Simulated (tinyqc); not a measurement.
Comparisons within one model: two-band k.p model of the Delta valleys near the X point under shear strain. A value that a table varies takes the place of the one given here.

Valley pair on the [001] axis, kz counted from the X point, c = hbar^2/2m0, k0 = kx0 2 pi/a. H = (c kz^2/ml + c (kx^2 + ky^2)/mt + c k0^2/ml) 1 + (2 c k0 kz/ml) sigma_z + (D exy - 2 c kx ky/Mp) sigma_x, so E = c kz^2/ml + c (kx^2 + ky^2)/mt + c k0^2/ml -/+ sqrt((2 c k0 kz/ml)^2 + (D exy - 2 c kx ky/Mp)^2). Without strain the lower band has its minima, E = 0, at kz = +/- k0. Shifts from diagonal strain are left out.

For |eta| < 1: k_min = k0 sqrt(1 - eta^2), E_min = -Delta eta^2/2, ml(eta) = ml/(1 - eta^2), 1/m[110] = 1/mt + eta/Mp, 1/m[1-10] = 1/mt - eta/Mp. For |eta| > 1 the minimum sits at X: E_min = -Delta (2 |eta| - 1)/2, ml(eta) = ml/(1 - 1/|eta|), and eta is replaced by its sign in the transverse masses. Here Delta = 2 c k0^2/ml and eta = D exy/Delta.

s11 = (C11 + C12)/((C11 - C12)(C11 + 2 C12)), s12 = -C12/((C11 - C12)(C11 + 2 C12)), s44 = 1/C44; exx = s11 sxx + s12 (syy + szz) and cyclic, exy = s44 sxy/2; tension is positive. A uniaxial stress X along the unit vector n is s_ij = X n_i n_j.

Constants: hbar^2/2m0 = 3.80998211 eV angstrom^2; kB = 8.617333262e-05 eV/K.

Inputs chosen for the exercise (near those of Si; the results hold for these values, not for the real material): a = 5.446 angstrom (lattice constant); ml = 0.91 m0 (longitudinal mass); mt = 0.197 m0 (transverse mass); kx0 = 0.144 2 pi/a (distance of the minimum from X); D = 13 eV (shear deformation potential); Mp = 0.246 m0 (coupling mass); C11 = 169 GPa; C12 = 64 GPa; C44 = 79.3 GPa; Xu = 9.1 eV (uniaxial potential); T = 350 K (temperature); exy = -0.026 (shear strain).

## Sweep of the shear strain

Delta = 2 c k0^2/ml, eta = D exy/Delta.

The minimum:

| exy | eta | k_min/k0 | E_min (meV) | ml(eta) | m[110] | m[1-10] | density-of-states mass |
|---|---|---|---|---|---|---|---|
| 0.0000 | 0.000 | 1.000 | 0.0 | 0.910 | 0.1970 | 0.1970 | 0.328 |
| 0.0018 | 0.101 | 0.995 | -1.2 | 0.919 | 0.1822 | 0.2144 | 0.330 |
| 0.0044 | 0.247 | 0.969 | -7.1 | 0.969 | 0.1644 | 0.2457 | 0.340 |
| 0.0089 | 0.501 | 0.866 | -29.0 | 1.214 | 0.1406 | 0.3288 | 0.383 |
| 0.0133 | 0.748 | 0.664 | -64.7 | 2.066 | 0.1232 | 0.4914 | 0.500 |
| 0.0160 | 0.900 | 0.436 | -93.6 | 4.788 | 0.1145 | 0.7053 | 0.728 |
| 0.0213 | 1.198 | 0.000 | -161.3 | 5.504 | 0.1094 | 0.9890 | 0.841 |
| 0.0284 | 1.597 | 0.000 | -253.6 | 2.433 | 0.1094 | 0.9890 | 0.641 |

The valleys reach X at eta = 1, that is exy = 0.0178. The shift is quadratic up to eta = 1 (-7.1 meV at eta = 0.25, -29.0 meV at 0.50) and linear beyond, while 1/m[110] rises linearly, taking m[110] from 0.197 to its floor 0.1094, a gain of 80 % in 1/m. ml(eta) diverges at eta = 1; the largest value listed is 5.50. A deformation-potential model with fixed masses misses all of this.

## Tension along [110]: repopulation and mass change

The z valleys move against the x and y valleys by Xu (ezz - exx) and, through the shear, by E_min. Share of the z valleys n = w/(w + 2 exp(dE/kT)), dE the total relative shift, w = sqrt(ml(eta) m[110] m[1-10]/(ml mt^2)). Along [110]: 1/m_c = n/m[110] + (1 - n)(1/ml + 1/mt)/2. Fixed masses means E_min = 0, w = 1, m[110] = mt. Gains are against 3/(1/ml + 2/mt) at a fixed scattering time.

Results:

| X (GPa) | Xu (ezz - exx) (meV) | E_min (meV) | m[110] | m_c fixed masses | m_c with shear | gain fixed (%) | gain with shear (%) |
|---|---|---|---|---|---|---|---|
| 0.00 | 0.0 | 0.0 | 0.1970 | 0.2666 | 0.2666 | 0.0 | 0.0 |
| 0.25 | -10.8 | -0.2 | 0.1902 | 0.2553 | 0.2502 | 4.5 | 6.6 |
| 0.50 | -21.7 | -0.9 | 0.1839 | 0.2442 | 0.2326 | 9.2 | 14.6 |
| 1.00 | -43.3 | -3.6 | 0.1725 | 0.2255 | 0.1997 | 18.3 | 33.5 |
| 1.50 | -65.0 | -8.2 | 0.1624 | 0.2127 | 0.1748 | 25.4 | 52.5 |
| 2.00 | -86.7 | -14.5 | 0.1534 | 0.2052 | 0.1583 | 30.0 | 68.4 |
| 3.00 | -130.0 | -32.7 | 0.1381 | 0.1990 | 0.1387 | 34.0 | 92.2 |

At 1 GPa repopulation alone gives 18.3 % and the shear terms raise it to 33.5 %. From 2 to 3 GPa the fixed-mass gain grows by 4.0 points, towards its ceiling of 35.3 % when all electrons sit in the z valleys, whereas the gain with shear grows by 23.8 points because m[110] keeps falling.

## What each parameter does

Delta = 2 c k0^2/ml, eta = D exy/Delta. Each row changes one parameter from the base and keeps the others.

Results:

| case | eta | E_min (meV) | ml(eta) (m0) | m[110] (m0) | m[1-10] (m0) |
|---|---|---|---|---|---|
| base | -1.4624 | -222.44 | 2.8779 | 0.9890 | 0.1094 |
| ml = 0.9737 m0 | -1.5648 | -230.00 | 2.6977 | 0.9890 | 0.1094 |
| mt = 0.18321 m0 | -1.4624 | -222.44 | 2.8779 | 0.7178 | 0.1050 |
| kx0 = 0.13392 2 pi/a | -1.6909 | -238.05 | 2.2272 | 0.9890 | 0.1094 |
| D = 13.91 eV | -1.5648 | -246.10 | 2.5212 | 0.9890 | 0.1094 |
| Mp = 0.26322 m0 | -1.4624 | -222.44 | 2.8779 | 0.7831 | 0.1127 |
| exy = -0.02418 | -1.3601 | -198.78 | 3.4373 | 0.9890 | 0.1094 |

The largest shifts from the base row, up to three for each result and ties (the steps differ in size, so this ranks the rows, not the parameters). eta: kx0 -0.2284, ml -0.1024, D -0.1024, exy +0.1024; unchanged at the printed digits by mt and Mp. E_min (meV): D -23.66, exy +23.66, kx0 -15.61; unchanged at the printed digits by mt and Mp. ml(eta) (m0): kx0 -0.6507, exy +0.5595, D -0.3567; unchanged at the printed digits by mt and Mp. m[110] (m0): mt -0.2712, Mp -0.2060; unchanged at the printed digits by ml, kx0, D and exy. m[1-10] (m0): mt -0.0044, Mp +0.0033; unchanged at the printed digits by ml, kx0, D and exy.

Computed by tinyqc, a small Python program: `OMP_NUM_THREADS=1 python tinyqc.py 1051029 1051030 out.jsonl` (the numbers bound the seed that draws the inputs); one thread of a shared host (Intel(R) Xeon(R) Processor @ 2.30GHz), about 0.01 s for the whole set of steps.
